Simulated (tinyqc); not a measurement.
Solid against vapour: precursor delivery by bubblers, mass-transport growth and the solid composition of a III-V alloy. Computed by tinyqc, a small Python program. Command: `OMP_NUM_THREADS=1 python tinyqc.py 3017242 3017243 out.jsonl movpe_thermo walk`. One thread of a shared host (Intel(R) Xeon(R) Processor @ 2.30GHz), about 0.02 s of CPU time with the checks.

1 sccm = 44.615 micromol/min; 1 torr = 133.322 Pa. The sources decompose fully at the surface.

Inputs (values chosen for the exercise, modelled on triethylgallium (source 1) and trimethylindium (source 2) for the vapour pressures): growth temperature T = 1060 K; interaction L0 of the solid = 6.32 kJ/mol; exchange energy dG_x of AC + (1/2) D2 -> AD + (1/2) C2 = -17 kJ/mol.

Alloy: mixing on the group-V sites.

Constants: R = 8.314462618 J/(mol K).

Method. At high V/III the group-V pressures at the surface equal those supplied, as dimers: p_D2/p_C2 = x_v/(1 - x_v). Equilibrium of the solid AC(1-x)D(x), A standing for the mix of both group-III metals: ln[x/(1 - x)] + L0 (1 - 2x)/(R T) = -dG_x/(R T) + (1/2) ln[x_v/(1 - x_v)].

Composition:

| x_v | x | x for L0 = 0 | x/x_v |
|---|---|---|---|
| 0.02 | 0.49337 | 0.49575 | 24.668 |
| 0.05 | 0.66750 | 0.61223 | 13.350 |
| 0.10 | 0.77218 | 0.69641 | 7.722 |
| 0.25 | 0.87125 | 0.79893 | 3.485 |
| 0.50 | 0.92699 | 0.87313 | 1.854 |
| 0.75 | 0.95834 | 0.92260 | 1.278 |
| 0.90 | 0.97612 | 0.95380 | 1.085 |
| 0.95 | 0.98361 | 0.96774 | 1.035 |
| 0.98 | 0.98982 | 0.97966 | 1.010 |

What follows from these numbers?

dG_x = -17 kJ/mol favours AD: at x_v = 1/2 the ideal solid has x = 0.873. The positive L0 pushes x away from 1/2, to 0.927, and steepens the curve near x = 1/2; at L0 = 2 R T = 17.6 kJ/mol the slope would diverge.
